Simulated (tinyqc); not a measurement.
Phonon-assisted absorption at an indirect gap: one step. Quantum efficiency of a diode. Two cases, with inputs chosen for the exercise.

Task: Evaluate the factors; 1 micrometre = 1e-4 cm.

Photodiode (Gaertner form with a dead layer): QE = (1 - R) exp(-alpha xj) [1 - exp(-alpha W)/(1 + alpha L)], R = ((nr - 1)/(nr + 1))^2; responsivity = QE/E in A/W for E in eV.

Give: passes the dead layer; collected share; QE; responsivity.

Case 1.

Values chosen (loosely those of AlAs at room temperature; Eg is not tied to T; shifted at random, so the results belong to these values and not to a real crystal): E = 2.252 eV (photon energy); nr = 3.07 (refractive index); xj = 0.35 micrometre (dead layer at the surface); W = 12 micrometre (depleted width); L = 120 micrometre (minority diffusion length below it).

alpha = 97.4318 1/cm

Result:

passes the dead layer = 0.9966
collected share = 0.5899
QE = 0.4358
responsivity = 0.1935 A/W

Without diffusion from below the collected share would be 0.1103.

Case 2.

Values chosen (loosely those of SiGe at room temperature; Eg is not tied to T; shifted at random, so the results belong to these values and not to a real crystal): E = 1.313 eV (photon energy); nr = 3.76 (refractive index); xj = 0.15 micrometre (dead layer at the surface); W = 6.9 micrometre (depleted width); L = 60 micrometre (minority diffusion length below it).

alpha = 418.489 1/cm

Result:

passes the dead layer = 0.9937
collected share = 0.7866
QE = 0.5189
responsivity = 0.3952 A/W

Without diffusion from below the collected share would be 0.2508.

Computed by tinyqc, one run a case: `OMP_NUM_THREADS=1 python tinyqc.py N N+1 out.jsonl` with N = 1651447, 1651542; one thread of a shared Intel(R) Xeon(R) Processor @ 2.30GHz, about 0.01 s a run at most.
